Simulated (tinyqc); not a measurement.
What moves the results of Gaussian smearing: smearing for a one-band metal on the fcc lattice.

Lattice vectors (units of a): a1 = (0, 1/2, 1/2), a2 = (1/2, 0, 1/2), a3 = (1/2, 1/2, 0). E(k) = -t A_1(k) - t2 A_2(k), A_m the sum of cos(k . R) over the 12 nearest and 6 second lattice vectors. Mesh k = sum (j_i/N) b_i, j_i = 0 .. N-1.

With x = (E_k - mu)/sigma: Gaussian f = erfc(x)/2, s = exp(-x^2)/(2 sqrt(pi)). With weights w = points/N^d (d the dimension), mu solves 2 sum w f = ne; E = 2 sum w f E_k, S = 2 sum w s, F = E - sigma S.

Values chosen for the exercise:
- t = 1.07 eV (nearest hopping)
- t2 = 0.06 eV (second hopping)
- ne = 0.37 (electrons per cell)
- N = 4 (unshifted mesh)
- sigma = 0.535 eV (width)

All sums formed anew.

One parameter was then changed.

Results before and after:

| case | mu (eV) | E (eV) | S | F (eV) |
|---|---|---|---|---|
| base | -4.4253 | -2.4080 | 0.0528 | -2.4362 |
| changed | -4.8533 | -2.6466 | 0.0528 | -2.6748 |

Which of these changes was made? (a) sigma = 1.07 eV; (b) N = 8; (c) t = 1.177 eV; (d) ne = 0.47; (e) t2 = 0.167 eV.

Answer: (c) t = 1.177 eV. Of the candidates, run in turn, only this one gives the changed row.

All candidates:

| case | mu (eV) | E (eV) | S | F (eV) |
|---|---|---|---|---|
| base | -4.4253 | -2.4080 | 0.0528 | -2.4362 |
| N = 8 | -3.1503 | -2.3726 | 0.0398 | -2.3938 |
| sigma = 1.07 eV | -4.4394 | -2.4058 | 0.0551 | -2.4647 |
| ne = 0.47 | -0.9113 | -2.8423 | 0.0027 | -2.8438 |
| t2 = 0.167 eV | -4.6393 | -2.4471 | 0.0528 | -2.4753 |
| t = 1.177 eV | -4.8533 | -2.6466 | 0.0528 | -2.6748 |

tinyqc: `OMP_NUM_THREADS=1 python tinyqc.py 1681732 1681733 out.jsonl`; about 0.3 s, one thread, shared Intel(R) Xeon(R) Processor @ 2.30GHz.
